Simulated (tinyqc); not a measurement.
# Thermoelectric coefficients of one resonant level, Landauer integrals, step by step

Program tinyqc, `OMP_NUM_THREADS=1 python tinyqc.py 2800042 2800043 out.jsonl`; Intel Xeon 2.30GHz, shared host, one thread, about 0.02 s. Printed values are rounded.

Transmission X(x) = (g/2)^2/[(x - y)^2 + (g/2)^2] with x = (E - EF)/kB T, two spin channels. I_k = int X x^k w dx over all x, w = 1/(4 cosh^2(x/2)).

Values chosen for this exercise:

| symbol | value | unit | meaning |
|---|---|---|---|
| T | 30 | K | temperature |
| g | 0.69 |  | full width of the level over kB T |
| y | -1.7 |  | level position (E0 - EF)/kB T |
| kp | 0.22 |  | phonon heat conductance in units of pi^2 kB^2 T/(3 h) |

Constants: q = 1.602176634e-19 C, kB = 1.380649e-23 J/K, h = 6.62607015e-34 J s. Results are converted to the units shown.

## Coefficients

converged I_0, I_1, I_2: [0.1352923, -0.1871362, 0.3481900]

G = (2 q^2/h) I_0, S = -(kB/q) I_1/I_0, L/L0 = [I_2/I_0 - (I_1/I_0)^2]/(pi^2/3), K_e = (2 kB^2 T/h)(I_2 - I_1^2/I_0), ZT = G S^2 T/(K_e + K_ph), K_ph = kp pi^2 kB^2 T/(3 h).

G = 10.48258 uS
S = 119.1948 uV/K
L/L0 = 0.2007295
K_e = 1.542143 pW/K
ZT = 0.5736479
ZT without phonons = 2.897207

The level lies below EF, so S is positive (hole-like). A level of zero width would give -(kB/q) y = 146 uV/K; S is 19 % below that in size.

## Two limits for S

Narrow level: S = -(kB/q) y. Mott formula: S = -(pi^2/3)(kB/q) d ln X/dx at x = 0 = -(pi^2/3)(kB/q) 2 y/[y^2 + (g/2)^2].

narrow-level S = 146.4947 uV/K
Mott S = 320.3351 uV/K

The integrals give 119 uV/K; the Mott value is 2.69 times that in size.
